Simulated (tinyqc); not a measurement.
# Resistance of a source-drain extension with a graded tip: two studies

y runs along the channel, the gate covers y > 0. The doping is N0 for y < y0 and N0 10^(-(y - y0)/la) beyond, uniform over the depth xj. Sheet conductance s(y) = q mu(N) max(N - Nch, 0) xj + (for y > 0) ma Cox Vo, with mu(N) = u0 + (u1 - u0)/(1 + (N/Nr)^au) and Cox = eps0 eox/tox. Current is taken as one-dimensional; depletion of the tip, spreading and the contact are left out. The metallurgical junction lies at yj, where N = Nch.

Values chosen for this exercise; mobility law close to that of electrons in silicon:
- eox = 3.9 (relative permittivity of the gate insulator (close to silicon dioxide))
- tox = 2.4 nm (insulator thickness)
- N0 = 9.6e19 cm^-3 (active doping of the extension far from the gate)
- la = 6.4 nm/decade (lateral abruptness)
- y0 = 5 nm (position under the gate where the fall begins (gate edge at 0))
- xj = 8 nm (depth of the extension)
- Nch = 4e17 cm^-3 (channel doping)
- Ls = 7 nm (spacer length)
- Vo = 0.57 V (gate overdrive)
- ma = 110 cm^2/(V s) (mobility of the gate-induced layer)
- u1 = 1414 cm^2/(V s) (mobility at low doping)
- u0 = 68.5 cm^2/(V s) (mobility at high doping)
- Nr = 9.2e16 cm^-3 (reference doping)
- au = 0.711 (exponent)
- Lg = 60 nm (gate length)

Constants: q = 1.602176634e-19 C, eps0 = 8.8541878128e-14 F/cm where lengths are in cm. Results are converted to the units shown.

Each table varies one quantity; the others keep the values above.

## Abruptness at a fixed junction position

R_spacer = integral of dy/s from -Ls to 0, R_ov from 0 to yj, R_channel = (Lg - 2 yj)/(ma Cox Vo), R_total = 2 R_spacer + 2 R_ov + R_channel. Electrical length L_eff = ma Cox dR_total/d(1/Vo); R_series = R_total - L_eff/(ma Cox Vo). y0 is moved with la so that yj stays at 20.233 nm.

The same in every row: yj (nm) = 20.23; R_channel (ohm um) = 216.5.

Result of one run:
```
la (nm/decade)  R_spacer (ohm um)  R_ov (ohm um)  R_total (ohm um)  L_eff (nm)  R_series (ohm um)
1                           7.320          30.03             291.2       21.30              55.09
```

What becomes of these results when the lateral abruptness la is changed from 1 to 4.9 nm/decade, all else the same?

Result of the changed run:
```
la (nm/decade)  R_spacer (ohm um)  R_ov (ohm um)  R_total (ohm um)  L_eff (nm)  R_series (ohm um)
4.9                         7.320          71.76             374.7       27.03              75.05
```

The whole series:
```
la (nm/decade)  R_spacer (ohm um)  R_ov (ohm um)  R_total (ohm um)  L_eff (nm)  R_series (ohm um)
1                           7.320          30.03             291.2       21.30              55.09
2.3                         7.320          43.94             319.1       23.21              61.74
3.6                         7.320          57.85             346.9       25.12              68.40
4.9                         7.320          71.76             374.7       27.03              75.05
6.1                         7.320          84.60             400.4       28.79              81.19
7.4                         7.320          98.51             428.2       30.70              87.84
8.7                         7.350          112.4             456.0       32.61              94.51
10                          9.119          124.9             484.6       34.47              102.5
```

As la goes from 1 to 10 nm/decade, R_total rises from 291 to 485 ohm um, R_spacer rises from 7.32 to 9.12 ohm um and R_ov rises from 30.0 to 125 ohm um. R_total changes on average by 21.5 ohm um for each nm/decade. L_eff exceeds the metallurgical length by 1.77 nm in the first row and 14.9 nm in the last, since the gate also controls the lightly doped tips.

## Effect of the gate overdrive

Same model as above.

The same in every row: yj (nm) = 20.23; R_spacer (ohm um) = 7.320.

Results:
```
Vo (V)  R_ov (ohm um)  R_channel (ohm um)  R_total (ohm um)  L_eff (nm)  R_series (ohm um)
0.15            181.9               822.8              1201       23.65              204.9
0.3             127.5               411.4             681.0       26.17              129.8
0.45            101.2               274.3             491.3       28.03              97.77
0.6             85.09               205.7             390.5       29.51              79.78
0.75            73.97               164.6             327.1       30.74              68.18
1.05            59.37               117.5             250.9       32.72              54.04
1.2             54.26               102.8             226.0       33.54              49.40
```

Estimate the missing row, Vo = 0.9 V.

Computed row:
```
Vo (V)  R_ov (ohm um)  R_channel (ohm um)  R_total (ohm um)  L_eff (nm)  R_series (ohm um)
0.9             65.74               137.1             283.3       31.79              60.06
```

With this row back in the table: As Vo goes from 0.15 to 1.2, R_total falls from 1200 to 226 ohm um, L_eff rises from 23.7 to 33.5 nm and R_series falls from 205 to 49.4 ohm um. Both extracted quantities depend on the overdrive at which they are taken.

Computed by the program tinyqc: `OMP_NUM_THREADS=1 python tinyqc.py 2282088 2282089 out.jsonl`, one thread of a shared Intel Xeon 2.30GHz, about 0.03 s for the whole run.
